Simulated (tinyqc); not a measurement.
Thin-film optics by transfer matrices: one step. Reflection and transmission. Four cases, with inputs chosen for the exercise.

Problem. Close the stack on the substrate.

Indices N = n + i k. Snell: N0 sin(theta) = N_j sin(theta_j), with Im(N_j cos theta_j) >= 0. Admittance y_j = N_j cos theta_j for s and N_j/cos theta_j for p. Phase delta_j = 2 pi N_j cos theta_j d_j/lambda. Layer matrix [[cos delta, -i sin delta/y], [-i y sin delta, cos delta]], multiplied from the top down to M. (B, C) = M (1, y_sub); r = (y0 B - C)/(y0 B + C), R = |r|^2, T = 4 Re y0 Re y_sub/|y0 B + C|^2, absorbed in the films 1 - R - T.

Give: B, C; r; R; T into the substrate; absorbed in the films.

Case 1.

M:
```
[[-0.259363, -0.446909i],
 [-1.960955i, -0.476669]]
```

y_j: ambient 2.000000, film 1 1.798085, film 2 2.218801, film 3 1.815196, substrate 3.988192+0.019444i

Solution.

B, C: [-0.2507-1.7824i, -1.9010-1.9702i]

r = 0.1500+0.3180i
R = 0.1236
T into the substrate = 0.8764
absorbed in the films = 0.0000

The bare substrate would reflect 0.1102.

Case 2.

M:
```
[[-0.080176, -0.520188i],
 [-1.897927i, -0.158651]]
```

y_j: ambient 2.366202, film 1 1.862241, film 2 2.235274, film 3 1.862718, substrate 4.065057+0.019409i

Solution.

B, C: [-0.0701-2.1146i, -0.6449-1.9010i]

r = 0.4352+0.1205i
R = 0.2039
T into the substrate = 0.7961
absorbed in the films = 0.0000

The bare substrate would reflect 0.0698.

Case 3.

M:
```
[[-0.478429-0.012574i, -0.002526-0.448462i],
 [-0.008448-1.732635i, -0.466235-0.004813i]]
```

y_j: ambient 2.366202, film 1 1.964422, film 2 1.986747+0.013847i, substrate 4.061175+0.020378i

Solution.

B, C: [-0.4795-1.8339i, -1.9018-1.7617i]

r = 0.2885+0.2693i
R = 0.1557
T into the substrate = 0.8276
absorbed in the films = 0.0166

The bare substrate would reflect 0.0696.

Case 4.

M:
```
[[-0.448019-0.789524i, -0.330225-0.672174i],
 [-0.368518-2.199135i, -0.739269-0.871050i]]
```

y_j: ambient 1.000000, film 1 1.694000+0.019000i, film 2 1.822000+0.337000i, film 3 1.565000, substrate 0.879000+2.845000i

Solution.

B, C: [1.1740-2.3199i, 1.4598-5.0680i]

r = -0.3423+0.0833i
R = 0.1241
T into the substrate = 0.0572
absorbed in the films = 0.8188

The bare substrate would reflect 0.6975.

Computed by tinyqc, one run a case: `OMP_NUM_THREADS=1 python tinyqc.py N N+1 out.jsonl` with N = 1680462, 1680486, 1680496, 1680536; one thread of a shared Intel(R) Xeon(R) Processor @ 2.30GHz, about 0.01 s a run at most.
